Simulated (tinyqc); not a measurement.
From results back to parameters: metal-induced gap states at the contact of a metal chain and a two-band chain. Three cases, with inputs chosen for the exercise.

Problem. With gap states the barrier for electrons is phi = S (W - chi - p) + p, W being the work function of the metal, S the pinning factor and p the depth of the neutrality level below the conduction edge. The barriers for two metals come from hidden S and p, those of the chain and not of a measured contact.

Case 1.

Values chosen (out of a larger set: gap and optical dielectric constant near those of SiO2; the chain itself is a model; not measured data): W1 = 4.11 eV (work function of metal 1); W2 = 5.63 eV (of metal 2); chi = 0.91 eV (electron affinity).

barriers (eV): metal 1 3.42500, metal 2 4.75500

Case 2.

Values chosen (out of a larger set: gap and optical dielectric constant near those of SiC; the chain itself is a model; not measured data): W1 = 4.15 eV (work function of metal 1); W2 = 5.48 eV (of metal 2); chi = 3.61 eV (electron affinity).

barriers (eV): metal 1 1.50102, metal 2 2.08356

Case 3.

Values chosen (out of a larger set: gap and optical dielectric constant near those of SiO2; the chain itself is a model; not measured data): W1 = 4.32 eV (work function of metal 1); W2 = 5.36 eV (of metal 2); chi = 0.9 eV (electron affinity).

barriers (eV): metal 1 4.00212, metal 2 4.80188

Find: S, p (eV).

Solution. The slope of the barrier against W is S; then p = (phi1 - S (W1 - chi))/(1 - S).

Case 1.

S, p (eV): 0.875  5.000

Case 2.

S, p (eV): 0.438  2.250

Case 3.

S, p (eV): 0.769  5.940

Computed by tinyqc, one run a case: `OMP_NUM_THREADS=1 python tinyqc.py N N+1 out.jsonl` with N = 1451883, 1451894, 1451921; one thread of a shared Intel(R) Xeon(R) Processor @ 2.30GHz, about 0.01 s a run at most.
